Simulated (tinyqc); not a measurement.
Read current of a NAND string, cells in series solved by shooting: one step of the calculation.

Cells in series, numbered from 0 at the source line (0 V) to the bit line, each followed by a gap resistance Rg. A cell with gate Vg, threshold VT, source Vs and drain Vd passes I = 2 nf K Vt^2 [F(Vs) - F(Vd)]/(1 + th max(Vg - VT, 0)), F(V) = ln^2(1 + exp((Vg - VT - nf V)/(2 nf Vt))). The selected cell has Vg = Vr, the others Vg = Vp.

Task. Node voltages for a trial current. For a trial current I start at 0 V and, cell by cell (the selected one is cell 1), solve for the drain: sqrt(F(Vd)) = sqrt(F(Vs) - I/k), k = 2 nf K Vt^2/(1 + th max(Vg - VT, 0)), Vd = [Vg - VT - 2 nf Vt ln(exp(sqrt F) - 1)]/nf, then add I Rg.

Parameters, values chosen for the exercise; values of the order met in vertical NAND strings:
- T = 300 K (temperature)
- K = 15 uA/V^2 (gain factor of a cell)
- nf = 1.7 (slope factor)
- th = 0.07 1/V (mobility reduction factor)
- Rg = 10 kohm (resistance of the gap between cells)
- Vbl = 0.7 V (bit-line voltage)
- Vp = 6.1 V (pass voltage)
- Vr = 3.11 V (read voltage on the selected word line)

Constants: q = 1.602176634e-19 C, kB = 1.380649e-23 J/K, Vt = kB T/q. Results are converted to the units shown.

first trial current = 1.3 uA
thresholds from the source end, cell 0 to 5 (V): 4.5  1.8  -1.6  -1.6  4.5  4.5

Find: node voltage after each cell and gap, trial 1.

Result.

node voltage after each cell and gap, trial 1, cell 0 to 5 (V): 0.07529  0.1736  0.2046  0.2358  0.3344  0.4494

Program tinyqc, `OMP_NUM_THREADS=1 python tinyqc.py 2142199 2142200 out.jsonl`; Intel Xeon 2.30GHz, shared host, one thread, about 1 s.
